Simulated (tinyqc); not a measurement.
# Permittivity of the insulator from five potentials

Problem. A node lies on a semiconductor-insulator interface. Steps: hs = tb/3 down into the semiconductor, ho = tox/2 up into the insulator, hy = L/6 sideways. The flux balance of its box reads eox (hy/ho)(above - node) + eps_r (hy/hs)(below - node) + [(eps_r hs + eox ho)/(2 hy)](left + right - 2 node) - q Na (hs/2) hy/eps0 = 0. Find eox.

Values chosen for this exercise; semiconductor permittivity close to that of silicon:
- eps_r = 11.9 (relative permittivity of the semiconductor)
- tb = 6 nm (body thickness)
- tox = 5.3 nm (insulator thickness)
- L = 43 nm (channel length)
- Na = 4.8e17 cm^-3 (acceptor density of the depleted body)

Constants: q = 1.602176634e-19 C, eps0 = 8.8541878128e-14 F/cm where lengths are in cm. Results are converted to the units shown.

psi (V): node -0.032937221, above -0.039807306, below -0.027634797, left -0.013307260, right -0.0098130726

Solution. The balance is linear in eox.

eox = 22.0

tinyqc, about 0.1 s, one thread, Intel Xeon 2.30GHz (shared host): `OMP_NUM_THREADS=1 python tinyqc.py 2480139 2480140 out.jsonl`
